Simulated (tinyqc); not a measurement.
Virtual-crystal alloy in the empirical-pseudopotential method: one step. The six lowest plane waves at X. Two cases, with inputs chosen for the exercise.

Problem. k = (1,0,0) with the small basis G = (0,0,0), (-2,0,0), (-1,1,1), (-1,-1,-1), (-1,1,-1), (-1,-1,1) in place of the full one.

Empirical pseudopotential on the fcc lattice, atoms at +/- tau, tau = a (1,1,1)/8, no spin-orbit coupling. H(G,G') = c (2 pi/a)^2 |k + G|^2 delta + VS(q) cos(q.tau) + i VA(q) sin(q.tau), q = G - G', c = hbar^2/2m0; k and G in units of 2 pi/a; VS at |q|^2 = 3, 8, 11 and VA at 3, 4, 11, in rydberg, zero elsewhere. At each k the basis holds all G with |k + G|^2 up to 16; energies are counted from the fourth level at Gamma.

Constants: hbar^2/2m0 = 3.80998211 eV angstrom^2; Ry = 13.60569312 eV.

Case 1.

a = 5.466000 angstrom

VS at 3, 8, 11 (Ry): [-0.2126000, 0.0348000, 0.0750000]

VA at 3, 4, 11 (Ry): [0.0000000, 0.0000000, 0.0000000]

Case 2.

a = 5.777010 angstrom

VS at 3, 8, 11 (Ry): [-0.2281100, 0.0152000, 0.0621000]

VA at 3, 4, 11 (Ry): [0.0789200, 0.0552000, 0.0131000]

Give: H in this small basis.

Solution.

Case 1.

H in this small basis (eV), rows 000, -200, -1+1+1, -1-1-1, -1+1-1, -1-1+1 and columns alike:
$$\begin{pmatrix}
5.034 & 0 & -2.045 & 2.045 & -2.045 & -2.045 \\
0 & 5.034 & 2.045 & -2.045 & -2.045 & -2.045 \\
-2.045 & 2.045 & 10.069 & -0.473 & 0 & 0 \\
2.045 & -2.045 & -0.473 & 10.069 & 0 & 0 \\
-2.045 & -2.045 & 0 & 0 & 10.069 & 0.473 \\
-2.045 & -2.045 & 0 & 0 & 0.473 & 10.069
\end{pmatrix}$$

Case 2.

H in this small basis (eV), rows 000, -200, -1+1+1, -1-1-1, -1+1-1, -1-1+1 and columns alike:
$$\begin{pmatrix}
4.507 & 0.751i & -2.195-0.759i & 2.195+0.759i & -2.195+0.759i & -2.195+0.759i \\
-0.751i & 4.507 & 2.195-0.759i & -2.195+0.759i & -2.195-0.759i & -2.195-0.759i \\
-2.195+0.759i & 2.195+0.759i & 9.014 & -0.207 & 0.751i & 0.751i \\
2.195-0.759i & -2.195-0.759i & -0.207 & 9.014 & -0.751i & -0.751i \\
-2.195-0.759i & -2.195+0.759i & -0.751i & 0.751i & 9.014 & 0.207 \\
-2.195-0.759i & -2.195+0.759i & -0.751i & 0.751i & 0.207 & 9.014
\end{pmatrix}$$

Computed by tinyqc, one run a case: `OMP_NUM_THREADS=1 python tinyqc.py N N+1 out.jsonl` with N = 1080552, 1080622; one thread of a shared Intel(R) Xeon(R) Processor @ 2.30GHz, about 0.2 s a run at most.
